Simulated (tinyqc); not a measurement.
Metal-interlayer-semiconductor contact, depinning against tunnelling resistance: two steps of the calculation.

Zero bias, n-type semiconductor. Gap states at the semiconductor surface thin out as exp(-be ti), which unpins the barrier; electrons must then cross the interlayer (a rectangular barrier, no voltage drop across it) and the parabolic depleted layer, both by WKB. Energies E are counted from the Fermi level; no image force, parabolic bands.

Inputs (values chosen for the exercise); semiconductor values close to those of silicon; interlayer mass of the order of that in aluminium oxide, offset chosen freely: temperature T = 300 K; band gap Eg = 1.14 eV; relative permittivity eps_r = 11.8; electron affinity chi = 4.19 eV; conduction-band density of states at T Nc = 2.8e19 cm^-3; tunnelling mass in the semiconductor mt = 0.19 m0; Richardson mass mA = 1.97 m0; donor density Nd = 5.3e19 cm^-3; charge-neutrality level above the valence band E0 = 0.37 eV; pinning factor without interlayer S0 = 0.27; metal work function phiM = 4.33 eV; interlayer thickness ti = 0.6 nm; conduction-band offset of the interlayer above the semiconductor dE = 2.51 eV; tunnelling mass in the interlayer mi = 0.34 m0; decay constant of gap states through the interlayer be = 1.8 1/nm.

Constants: q = 1.602176634e-19 C, kB = 1.380649e-23 J/K, eps0 = 8.8541878128e-12 F/m, hbar = 1.054571817e-34 J s, h = 6.62607015e-34 J s, m0 = 9.1093837015e-31 kg, Vt = kB T/q, hbar^2/(2 m0) = 0.0380998212 eV nm^2. Results are converted to the units shown.

Problem 1. Pinning, barrier and scales. S = 1/(1 + (1/S0 - 1) exp(-be ti)); phiB = S (phiM - chi) + (1 - S)(Eg - E0); xi = Ec - EF deep inside, from Nd = Nc F(-xi/Vt), F(x) = (2/sqrt(pi)) int_0^infinity sqrt(u) du/(1 + exp(u - x)); band bending U = phiB - xi; E00 = (hbar/2) sqrt(Nd/(eps0 eps_r mt m0)) in volts; A = 4 pi q mA m0 kB^2/h^3.

Find: S; phiB; xi; U; E00; A.

Solution 1.

S = 0.52133
phiB = 0.44156 eV
xi = -0.033363 eV
U = 0.47492 eV
E00 = 0.090271 eV
A = 236.74 A/(cm^2 K^2)

Problem 2. Exponents and integrand on an energy grid. With U = phiB - xi: for xi < E < phiB, y = (E - xi)/U and G1 = (U/E00) [sqrt(1 - y) - y ln((1 + sqrt(1 - y))/sqrt(y))], G1 = 0 above phiB; G2 = 2 ti sqrt(mi max(phiB + dE - E, 0)/C), C = hbar^2/(2 m0); f = 1/(1 + exp(E/Vt)); integrand exp(-G1 - G2) f.

E, point 0 to 12 (eV): -0.03  0.00167  0.03333  0.065  0.09667  0.12833  0.16  0.19167  0.22333  0.255  0.28667  0.31833  0.35
phiB = 0.44156122 eV
xi = -0.033362773 eV
E00 = 0.090270829 eV

Find: G1; G2; f; integrand.

Solution 2.

```
point	G1	G2	f	integrand (1e-5)
0	5.1245	6.1899	0.76141	0.9287
1	4.2959	6.1569	0.48386	1.3968
2	3.6679	6.1238	0.21598	1.2077
3	3.1330	6.0905	0.074861	0.7389
4	2.6626	6.0570	0.023217	0.3793
5	2.2428	6.0233	0.0069363	0.1783
6	1.8655	5.9894	0.0020475	0.0794
7	1.5256	5.9553	6.0232e-4	0.0340
8	1.2199	5.9211	1.7707e-4	0.0140
9	0.9462	5.8866	5.2019e-5	0.0056
10	0.7032	5.8519	1.5281e-5	0.0022
11	0.4908	5.8171	4.4904e-6	0.0008
12	0.3094	5.7820	1.3190e-6	0.0003
```

Range of the model: The depletion charge would drop about 0.22 V across such an interlayer (eps_r near 9) at ti = 0.6 nm and Nd = 5.3e19 cm^-3, against a band bending of 0.47 V; this model leaves that drop out.

tinyqc, about 0.03 s, one thread, Intel Xeon 2.30GHz (shared host): `OMP_NUM_THREADS=1 python tinyqc.py 2270151 2270152 out.jsonl`
